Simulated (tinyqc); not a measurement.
The pair band in time: hydrogenic impurity: series, fields, screening, photoionisation and donor-acceptor pairs. Computed by tinyqc, a small Python program. Command: `OMP_NUM_THREADS=1 python tinyqc.py 3005640 3005641 out.jsonl hydrogenic walk`. One thread of a shared host (Intel(R) Xeon(R) Processor @ 2.30GHz), about 0.01 s of CPU time with the checks.

One isotropic, parabolic band. Effective units: Ry* and a*, in which H = -nabla^2 - 2/r.

Inputs (values chosen for the exercise, for a model semiconductor):
```
quantity                   value   unit
electron mass m           0.0991    m_0
dielectric constant eps     8.65      -
donor density N          2.7e+17  cm^-3
gap E_g                     1.46     eV
acceptor depth E_A          54.4    meV
rate prefactor W_0       9.5e+08    1/s
```

Parts treated: screening and pairs.

Constants: Ry = 13.605693123 eV; a_0 = 0.529177210903 angstrom; h x 1 THz = 4.135667696 meV; e^2/(4 pi eps_0) = 14.39964548 eV angstrom.

Method:
- Ry* = Ry m/eps^2, a* = a_0 eps/m; level n is bound by Ry*/n^2; <r> = (3/2) a* in 1s; lines 1s -> np at Ry* (1 - 1/n^2); 1 THz = 4.135667696 meV.
- Wigner-Seitz radius r_s = (3/(4 pi N))^(1/3); Mott criterion N_c^(1/3) a* = 0.26; overlap of two 1s orbitals at distance d: S = exp(-x)(1 + x + x^2/3), x = d/a*, with d = N^(-1/3).
- No-phonon line h nu(r) = E_g - Ry* - E_A + e^2/(4 pi eps_0 eps r); rate W(r) = W_0 exp(-2 r/a*), the donor being the shallower centre; lifetime 1/W; zero field.
- At delay t after a pulse the emission comes mostly from pairs with W(r) t = 1, so r = (a*/2) ln(W_0 t).

a* = 46.1895 angstrom

Ry* = 18.0203 meV

r_s = 95.9804 angstrom

Dominant pairs:
```
delay (s)  r (angstrom)  Coulomb term (meV)  photon energy (eV)
1.00e-06         158.35              10.513              1.3981
1.00e-05         211.53               7.870              1.3954
1.00e-04         264.70               6.289              1.3939
1.00e-03         317.88               5.237              1.3928
1.00e-02         371.06               4.486              1.3921
1.00e-01         424.24               3.924              1.3915
1.00e+00         477.41               3.487              1.3911
```

Over six decades of delay the band moves down by 7.03 meV, since close pairs, which emit at higher energy, decay first; the shift per decade shrinks from 2.64 to 0.44 meV. At the donor density N = 2.7e+17 cm^-3 pairs as wide as in the last rows are rare, so those rows are formal. Caution: N lies above the Mott density, where the levels of isolated donors have no meaning.
